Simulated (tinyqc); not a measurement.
Current of a Schottky diode by thermionic-emission-diffusion theory, and its read-back from I-V-T and C-V data: one step, computed by the program tinyqc.

Full ionisation, no tunnelling, no recombination current. V is the voltage across the junction itself, forward positive.

Problem. Current. N_c(T) = N_c (T/300 K)^(3/2); V_bi = phi_0 - (k_B T/e) ln(N_c(T)/N); surface field F = sqrt(2 e N (V_bi - V - k_B T/e)/(eps eps_0)); image lowering d_phi = sqrt(e F/(4 pi eps eps_0)); effective barrier phi = phi_0 - d_phi - sigma^2 (1 - rho V)/(2 k_B T). Collection velocity v_R = A* T^2/(e N_c(T)); diffusion velocity v_D = mu F; J = e N_c(T) v_R/(1 + v_R/v_D) exp(-phi/k_B T) [exp(e V/k_B T) - 1]. Terminal voltage V + J R_s.

Inputs (values chosen for the exercise, modelled on n-type GaN):
```
quantity                                     value           unit
Richardson constant A*                          27   A/(cm^2 K^2)
effective density of states at 300 K, N_c  2.3e+18         1/cm^3
permittivity eps                               9.7              -
mobility mu                                    990     cm^2/(V s)
barrier without image force phi_0 (mean)      1.08             eV
doping N                                   4.1e+15         1/cm^3
series resistance R_s                          1.4  milliohm cm^2
junction voltage V                            0.42              V
temperature T                                  300              K
standard deviation sigma                        44            meV
relative change of sigma^2 with bias, rho     0.63            1/V
```

Barrier: Gaussian spread of heights.

Constants: k_B = 8.617333262e-05 eV/K; e = 1.602176634e-19 C; eps_0 = 8.8541878128e-12 F/m.

Give: v_R; v_D; current density J; terminal voltage.

Solution.

v_R = 6.594e+06 cm/s

v_D = 2.656e+07 cm/s

current density J = 9.991e-05 A/cm^2

terminal voltage = 0.4200 V

v_D/v_R = 4.03: both steps matter.
